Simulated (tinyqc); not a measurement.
Inside a calculation. Method: Jacobi rotations on a symmetric matrix. Computed by tinyqc, a small Python program that keeps every step. Settings: method = jacobi. Command: `OMP_NUM_THREADS=1 python tinyqc.py 29629 29630 out.jsonl` (the two numbers bound the seeds that draw the settings). One thread of a shared host (Intel(R) Xeon(R) Processor @ 2.60GHz), about 0.01 s of CPU time with the checks.

## Jacobi rotation 1

A, lower triangle:
```
          1         2        3         4        5
1   0.88400
2  -0.02000   2.24800
3  -0.05600  -0.09200  3.23200
4  -0.04700   0.06300  0.13100   4.18000
5  -0.04800  -0.10100  0.17300  -0.16000  5.11800
```

Take the largest off-diagonal element A_pq; tan 2 theta = 2 A_pq / (A_qq - A_pp) with |theta| <= pi/4; A' = J^T A J with J_pp = J_qq = cos, J_pq = sin, J_qp = -sin.

p, q, theta (rad): 3.00000  5.00000  0.09072

A', lower triangle:
```
          1         2        3         4        5
1   0.88400
2  -0.02000   2.24800
3  -0.05142  -0.08247  3.21626
4  -0.04700   0.06300  0.14496   4.18000
5  -0.05288  -0.10892  0.00000  -0.14747  5.13374
```

## Jacobi rotation 2

As before.

p, q, theta (rad): 4.00000  5.00000  -0.14996

A', lower triangle:
```
          1         2         3        4        5
1   0.88400
2  -0.02000   2.24800
3  -0.05142  -0.08247   3.21626
4  -0.05437   0.04602   0.14333  4.15772
5  -0.04526  -0.11711  -0.02166  0.00000  5.15602
```

## Jacobi rotation 3

As before.

p, q, theta (rad): 3.00000  4.00000  0.14778

A', lower triangle:
```
          1         2         3         4        5
1   0.88400
2  -0.02000   2.24800
3  -0.04285  -0.08835   3.19492
4  -0.06135   0.03337   0.00000   4.17905
5  -0.04526  -0.11711  -0.02142  -0.00319  5.15602
```

## All rotations

The off-diagonal norm falls at every rotation.

Rotations:
```
step  p  q      theta  off-diagonal norm
1     3  5    0.09072           3.83e-01
2     4  5   -0.14996           3.22e-01
3     3  4    0.14778           2.50e-01
4     2  5   -0.04018           1.87e-01
5     2  3   -0.09260           1.38e-01
6     1  4   -0.01861           1.07e-01
7     1  5   -0.01040           8.66e-02
8     1  3   -0.01761           6.44e-02
9     2  4    0.01724           4.36e-02
10    1  2   -0.01852           2.54e-02
11    3  5   -0.00886           6.56e-03
12    4  5   -0.00378           3.95e-03
13    3  4   -0.00239           2.17e-03
14    2  5   -0.00045           1.09e-03
15    1  4   -0.00016           8.10e-04
16    2  3    0.00048           4.64e-04
17    1  5   -0.00008           1.47e-05
18    3  5   4.40e-06           8.23e-06
19    1  3   2.05e-06           4.73e-06
20    2  4   1.72e-06           2.16e-07
21    1  2  -1.11e-07           4.05e-08
22    4  5   2.89e-08           6.02e-09
23    2  5  -1.42e-09           1.25e-09
```

eigenvalues: 0.88121  2.23490  3.20376  4.18077  5.16136
